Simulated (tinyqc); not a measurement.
Inside a calculation. Method: CISD on RHF in the sto-3g basis, for H3+, spin multiplicity 1. One step of it, computed by the program tinyqc.

Task: CISD: roots. Diagonalise (each vector has its largest component positive (the first on a tie)); all determinants have Ms = 0, so triplets appear too. The lowest singlet root is the correlation energy.

Occupation strings over the orbitals (2 doubly, a alpha, b beta, 0 empty; spin orbitals ordered 1a 1b 2a 2b ...): 200 ab0 a0b ba0 b0a 020 0ab 0ba 002

H - E(HF) between determinants (hartree), order 200, ab0, a0b, ba0, b0a, 020, 0ab, 0ba, 002:
```
[[0.000000, 0.000000, 0.000000, 0.000000, 0.000000, 0.146852, 0.000002, -0.000002, 0.149071],
 [0.000000, 0.405373, -0.000001, -0.146852, -0.000002, 0.119391, -0.000681, 0.000691, -0.102325],
 [0.000000, -0.000001, 0.451897, -0.000002, -0.149071, -0.000681, -0.100286, 0.102325, 0.000576],
 [0.000000, -0.146852, -0.000002, 0.405373, -0.000001, -0.119391, 0.000691, -0.000681, 0.102325],
 [0.000000, -0.000002, -0.149071, -0.000001, 0.451897, 0.000681, 0.102325, -0.100286, -0.000576],
 [0.146852, 0.119391, -0.000681, -0.119391, 0.000681, 0.933634, -0.000091, 0.000091, 0.076183],
 [0.000002, -0.000681, -0.100286, 0.000691, 0.102325, -0.000091, 0.787377, -0.076183, 0.000079],
 [-0.000002, 0.000691, 0.102325, -0.000681, -0.100286, 0.000091, -0.076183, 0.787377, -0.000079],
 [0.149071, -0.102325, 0.000576, 0.102325, -0.000576, 0.076183, 0.000079, -0.000079, 1.000796]]
```

Give: lowest roots of this matrix, relative to E(HF); lowest vectors; <S^2> of these roots; weight of the ground state by excitation level 0, 1, 2, ....

Result:

lowest roots of this matrix, relative to E(HF) (hartree): [-0.0405, 0.2585, 0.3028, 0.4413, 0.4908, 0.7112, 0.9737, 0.9951]

lowest vectors, order 200, ab0, a0b, ba0, b0a, 020, 0ab, 0ba, 002:
```
[[0.9817, 0.0000, 0.0000, -0.0191],
 [0.0058, 0.7071, -0.0001, 0.6326],
 [0.0000, 0.0001, 0.7071, -0.0001],
 [-0.0058, 0.7071, -0.0001, -0.6326],
 [0.0000, 0.0001, 0.7071, 0.0001],
 [-0.1393, 0.0000, 0.0000, -0.3450],
 [0.0000, 0.0000, -0.0035, 0.0019],
 [0.0000, 0.0000, -0.0035, -0.0019],
 [-0.1292, 0.0000, 0.0000, 0.2834]]
```

<S^2> of these roots: [0.0000, 2.0000, 2.0000, 0.0000, 0.0000, 2.0000, 0.0000, 0.0000]

weight of the ground state by excitation level 0, 1, 2, ...: [0.9638, 0.0001, 0.0361]
